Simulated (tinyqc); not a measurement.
Inside a calculation. Model: thermionic-field emission through a Schottky barrier, WKB.

Computed by the program tinyqc: `OMP_NUM_THREADS=1 python tinyqc.py 2640134 2640135 out.jsonl`, one thread of a shared Intel Xeon 2.30GHz, about 0.03 s for the whole run. Printed values are rounded.

Metal on an n-type semiconductor with one parabolic valley; V > 0 is forward bias (metal positive). Energies E are counted from the conduction edge of the neutral semiconductor, whose Fermi level lies at -xi; that of the metal lies at -xi - V. The barrier is a parabola of height Vd = phi - xi - V (depletion approximation, no image force).

Inputs (values chosen for the exercise); band and dielectric values those of a made-up semiconductor:
- T = 300 K (temperature)
- me = 0.0583 m0 (electron mass)
- eps_r = 16 (relative permittivity)
- phi = 0.52 eV (barrier height seen from the metal)
- Nd = 1.5e19 cm^-3 (donor density)
- V = 0.061 V (bias)
- nE = 15 (points of the energy grid)
- Eb = 0.84 eV (upper end of the energy grid)

Constants: q = 1.602176634e-19 C, kB = 1.380649e-23 J/K, hbar = 1.054571817e-34 J s, h = 6.62607015e-34 J s, m0 = 9.1093837015e-31 kg, Vt = kB T/q, eps0 = 8.8541878128e-14 F/cm where lengths are in cm. Results are converted to the units shown.

Range of the model: The depletion approximation, a parabolic band and the neglect of image-force lowering make these currents estimates at high doping.

## Fermi level, barrier and E00

Nc = 2 (2 pi me m0 kB T/h^2)^1.5 (times 1e-6 for cm^-3); Nd = Nc F12(-xi/Vt), F12(x) = (2/sqrt(pi)) int_0^infinity sqrt(u)/(1 + exp(u - x)) du; E00 = (hbar/2) sqrt(Nd/(me m0 eps0 eps_r)) in SI units (volts). W = sqrt(2 eps0 eps_r Vd/(q Nd)).

Nc = 3.532440e17 cm^-3
xi = -0.3789641 eV
Vd = 0.8379641 V
W = 9.939425 nm
E00 = 74.45239 meV
E00/Vt = 2.879947

By a common rule of thumb, E00/Vt below 0.5 marks thermionic emission, 0.5 to 5 thermionic-field emission and above 5 field emission. By that rule alone: thermionic-field emission; with a high barrier, tunnelling near its top can carry most of the current even below 0.5.

## Current density on a coarse grid

For E < Vd, ln T(E) = -(Vd/E00) [sqrt(1 - y) - y ln((1 + sqrt(1 - y))/sqrt(y))], y = E/Vd; T(E) = 1 above. J = A* T (q/kB) int_0^infinity T(E) N(E) dE, N = ln[(1 + exp((-xi - E)/Vt))/(1 + exp((-xi - V - E)/Vt))], A* = 4 pi q me m0 kB^2/h^3 (times 1e-4 for A/(cm^2 K^2)). Simpson's rule on nE equally spaced points from 0 to Eb.

```
point,E (eV),T(E),N,T(E) N
0,0.0000000,1.294200e-5,2.359581,3.053770e-5
1,0.0600000,9.723003e-5,2.359543,2.294185e-4
2,0.1200000,4.115069e-4,2.359158,9.708098e-4
3,0.1800000,0.001387884,2.355240,0.003268799
4,0.2400000,0.004012013,2.316360,0.009293265
5,0.3000000,0.01028268,2.000769,0.02057327
6,0.3600000,0.02381890,0.9461613,0.02253652
7,0.4200000,0.05046239,0.1669090,0.008422626
8,0.4800000,0.09851676,0.01798235,0.001771563
9,0.5400000,0.1780313,0.001783020,3.174333e-4
10,0.6000000,0.2983908,1.752357e-4,5.228872e-5
11,0.6600000,0.4635728,1.720713e-5,7.976757e-6
12,0.7200000,0.6648419,1.689495e-6,1.123247e-6
13,0.7800000,0.8707032,1.658829e-7,1.444348e-7
14,0.8400000,1,1.628719e-8,1.628719e-8
```

J = 97836.25 A/cm^2

The integrand peaks at E = 0.360 eV among these points, 0.43 of the barrier height. A converged quadrature gives 98720 A/cm^2 (this grid is 0.90 % below that), of which 1.1e-5 % passes over the barrier.
